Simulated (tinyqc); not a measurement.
From results back to parameters: strained quantum well: band edges, subbands and transparency. Four cases, with inputs chosen for the exercise.

Problem. In a thick strained layer the gaps to heavy and light holes are Ec - E_HH and Ec - E_LH. They were computed from hidden e and Eg.

Growth on (001), barriers unstrained: tr(e) = e (2 - nu2), Z = b e (1 + nu2); Ec = Ev + Eg + ac tr(e), E_HH = Ev + av tr(e) + Z, E_LH = Ev + av tr(e) - Z (coupling to the split-off band left out).

Find: Z; e; Eg.

Method. Half of (Ec - E_LH) - (Ec - E_HH) is Z, which gives e; the mean is Eg + (ac - av) tr(e).

Case 1.

Values chosen (near those of a GaAsP/AlGaAs well; not measured data): nu2 = 0.922 (2 C12/C11); ac = -7.28 eV; av = 1.22 eV (Ev moves by av tr(e)); b = -1.96 eV (shear potential).

Ec - E_HH, Ec - E_LH (eV): 1.53796  1.50857

Solution.

Z = -0.0147 eV
e = 0.0039
Eg = 1.559 eV

Case 2.

Values chosen (near those of a GaAsP/AlGaAs well; not measured data): nu2 = 0.923 (2 C12/C11); ac = -7.26 eV; av = 1.21 eV (Ev moves by av tr(e)); b = -1.96 eV (shear potential).

Ec - E_HH, Ec - E_LH (eV): 1.51687  1.49275

Solution.

Z = -0.0121 eV
e = 0.0032
Eg = 1.534 eV

Case 3.

Values chosen (near those of an InGaAs/InP well; not measured data): nu2 = 1.028 (2 C12/C11); ac = -5.69 eV; av = 1.05 eV (Ev moves by av tr(e)); b = -1.86 eV (shear potential).

Ec - E_HH, Ec - E_LH (eV): 0.57907  0.66885

Solution.

Z = 0.0449 eV
e = -0.0119
Eg = 0.546 eV

Case 4.

Values chosen (near those of an InGaAs/InP well; not measured data): nu2 = 0.977 (2 C12/C11); ac = -6.33 eV; av = 1.1 eV (Ev moves by av tr(e)); b = -1.92 eV (shear potential).

Ec - E_HH, Ec - E_LH (eV): 0.83585  0.76373

Solution.

Z = -0.0361 eV
e = 0.0095
Eg = 0.872 eV

Computed by tinyqc, one run a case: `OMP_NUM_THREADS=1 python tinyqc.py N N+1 out.jsonl` with N = 1250455, 1250462, 1250536, 1250547; one thread of a shared Intel(R) Xeon(R) Processor @ 2.30GHz, about 0.01 s a run at most.
